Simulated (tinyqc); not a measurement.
Interdiffusion in a binary couple: Darken equations, Kirkendall shift and Boltzmann-Matano analysis: one step, computed by the program tinyqc.

x is the mole fraction of B; the molar volume is constant, and the two halves are long enough to count as infinite.

Problem. Diffusivities at one composition. D*_i(x) = D*_i(0) exp(k x); thermodynamic factor Phi = 1 - 2 W x (1 - x)/(k_B T); intrinsic D_i = D*_i Phi; interdiffusion D~ = x D_A + (1 - x) D_B.

Inputs (values chosen for the exercise, for a model alloy A-B):
```
quantity,value,unit
tracer diffusivity D*_A(0),4.8e-16,m^2/s
tracer diffusivity D*_B(0),2.2e-15,m^2/s
slope k of ln D* with x,-2.2,-
regular-solution parameter W,0.026,eV
temperature T,1480,K
composition x for the local step,0.36,-
```

Vacancy-wind correction: none.

Constants: k_B = 8.617333262e-05 eV/K.

Give: thermodynamic factor Phi; intrinsic D_A; intrinsic D_B; interdiffusion coefficient D~ at the local x.

Solution.

thermodynamic factor Phi = 0.9061

intrinsic D_A = 1.970e-16 m^2/s

intrinsic D_B = 9.029e-16 m^2/s

interdiffusion coefficient D~ at the local x = 6.487e-16 m^2/s

A positive W (tendency to separate) slows mixing: Phi is below 1.
